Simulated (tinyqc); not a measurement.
Phonon and roughness prefactors from two fields.

Question. At 300 K and high field 1/mu = E^(1/3)/Ap + E^gs/As, E in MV/cm. Find Ap and As.

Inputs (values chosen for the exercise): exponent of the roughness term gs = 2.

mu at E = 0.48 and 1.06 MV/cm (cm^2/(V s)): 486.74115  261.28427

Solution. Two linear equations in 1/Ap and 1/As.

Ap = 452 cm^2/(V s)
As = 715 cm^2/(V s)

Program tinyqc, `OMP_NUM_THREADS=1 python tinyqc.py 2510012 2510013 out.jsonl`; Intel Xeon 2.30GHz, shared host, one thread, about 0.01 s.
